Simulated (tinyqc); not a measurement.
AlGaN/GaN HEMT with access regions, lumped model: one step of the calculation.

A polarisation-induced electron sheet under a Schottky gate, in series with two ungated access regions and contacts. Drift law v = mu E/(1 + mu E/vs) under the gate. Currents in mA/mm, resistances in ohm mm. No self-heating, no channel-length modulation; fits for polarisation, barrier and offset are chosen for the exercise.

Problem. On-resistance and breakdown. sigma = (5e13 x + 1.6e13 x^2) cm^-2, phiB = 0.84 + 1.3 x, dEc = 0.7 (1.71 x + x^2) in volts, Cb = eps0 eps_r/d, VT = phiB - dEc - q sigma/Cb, access density n0 = -Cb VT/q. Ron = 2 Rc + Ls/(q mu n0) + Ld/(q mu (1 - ft) n0) + Lg/(mu Cb (Vg - VT)). Off state: a depleted stretch that holds the voltage V has the peak field sqrt(k V), k = 2 q n0/(eps0 eps_r te), so one edge holds V1 = Ec^2/k. The sheet under the plate pinches off at Vf = q n0 (1/Cb + tf/(eps0 ei)); beyond it the gate edge is screened. BV = V1 if Vf >= V1, else Vf + V1, and at most Ec Ld. Specific resistance Ron (Ls + Lg + Ld); figure of merit BV^2 over it.

Values chosen for this exercise; values close to those of AlGaN/GaN structures:
- x = 0.19 (aluminium share of the barrier)
- d = 30 nm (barrier thickness)
- eps_r = 9.4 (relative permittivity of barrier and channel)
- mu = 1800 cm^2/(V s) (channel mobility)
- vs = 1.1e7 cm/s (saturation velocity)
- Lg = 0.15 um (gate length)
- Ls = 0.5 um (source access length)
- Ld = 2 um (drain access length)
- Rc = 0.24 ohm mm (resistance of each contact)
- ft = 0 (share of the drain-access electrons removed by traps)
- Vg = 0 V (gate voltage)
- Ec = 3 MV/cm (critical field)
- te = 0.16 um (depth over which the depleted charge spreads)
- tf = 200 nm (insulator under the field plate)
- ei = 7.5 (relative permittivity of that insulator)

Constants: q = 1.602176634e-19 C, eps0 = 8.8541878128e-14 F/cm where lengths are in cm. Results are converted to the units shown.

Give: Ron; Vf; V1; BV; specific resistance; figure of merit.

Solution.

Ron = 1.5444 ohm mm
Vf = 46.643 V
V1 = 43.325 V
BV = 43.325 V
specific resistance = 0.040927 mohm cm^2
figure of merit = 45.864 MW/cm^2

The plate pinches off too late to screen the gate edge, so it adds nothing.

Program tinyqc, `OMP_NUM_THREADS=1 python tinyqc.py 2570072 2570073 out.jsonl`; Intel Xeon 2.30GHz, shared host, one thread, about 0.02 s.
